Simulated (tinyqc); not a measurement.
Inside a calculation. Method: CCSD on RHF in the 6-311g basis, for He, spin multiplicity 1. One step of it, computed by the program tinyqc.

Question. Iteration 6 (converged): orbitals. Diagonalise F' = X^T F X, C = X C', fill 1 alpha and 1 beta electrons from the bottom; D = 2 C_occ C_occ^T. Each column has its largest component positive (the first on a tie).

converged F (hartree), lower triangle:
```
           1He 1s     1He 2s     1He 3s
1He 1s   1.373498
1He 2s  -1.206232  -0.594454
1He 3s  -1.105840  -0.698399  -0.371933
```

X:
```
                1          2         3
1He 1s  -1.102035   0.913172  0.353396
1He 2s   2.064207  -0.049328  0.437907
1He 3s  -1.376014  -0.805348  0.373888
```

Give: F' = X^T F X; orbital energies; coefficients C; D after iteration 6.

Answer.

F' = X^T F X (hartree), lower triangle:
```
        1      2       3
1   4.532
2  -2.551  2.582
3  -0.304  0.303  -0.889
```

orbital energies (hartree): MO1 -0.917, MO2 0.829, MO3 6.314

coefficients C:
```
          MO1     MO2     MO3
1He 1s  0.264  -0.138  -1.444
1He 2s  0.487  -1.154   1.699
1He 3s  0.397   1.428  -0.696
```

D after iteration 6, lower triangle:
```
        1He 1s  1He 2s  1He 3s
1He 1s   0.139
1He 2s   0.257   0.475
1He 3s   0.210   0.387   0.316
```
